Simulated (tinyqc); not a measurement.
Admittance spectroscopy and thermally stimulated current of one trap level in a depletion layer: one step, computed by the program tinyqc.

A Schottky junction on n-type material holds one donor-like electron trap; shallow donors are fully ionised and abrupt depletion edges are assumed.

Problem. The capacitance step. With E_c - E_F = k_B T_p ln(N_c/N): lambda = sqrt(2 eps eps_0 (E_t - (E_c - E_F))/(e^2 N)); traps are empty and charged for x < x_t = w - lambda, and V_b = e (N w^2 + N_t x_t^2)/(2 eps eps_0). High frequency: C_hf = eps eps_0/w. Low frequency: C_lf = eps eps_0 (N + N_t)/(N w + N_t x_t).

Inputs (values chosen for the exercise, modelled on n-type 4H-SiC):

| quantity | value | unit |
|---|---|---|
| dielectric constant eps | 9.63 | - |
| shallow doping N | 5.6e+16 | 1/cm^3 |
| trap density N_t | 3e+15 | 1/cm^3 |
| trap depth E_t below the band | 0.394 | eV |
| band bending V_b | 2 | V |

E_c - E_F = k_B T_p ln(N_c/N) = 0.2301907 eV

Constants: eps_0 = 8.8541878128e-12 F/m; e = 1.602176634e-19 C.

Give: lambda; depletion width w; crossing point x_t; C_hf; C_lf; step (C_lf - C_hf)/C_hf; small-N_t estimate (N_t/N)(lambda/w).

Solution.

lambda = 55.799 nm

depletion width w = 192.39 nm

crossing point x_t = 136.59 nm

C_hf = 44.319 nF/cm^2

C_lf = 44.983 nF/cm^2

step (C_lf - C_hf)/C_hf = 0.014968

small-N_t estimate (N_t/N)(lambda/w) = 0.015537

Reading N_t/N straight from the step would give 0.0150 against the true 0.0536: the factor lambda/w must be known.
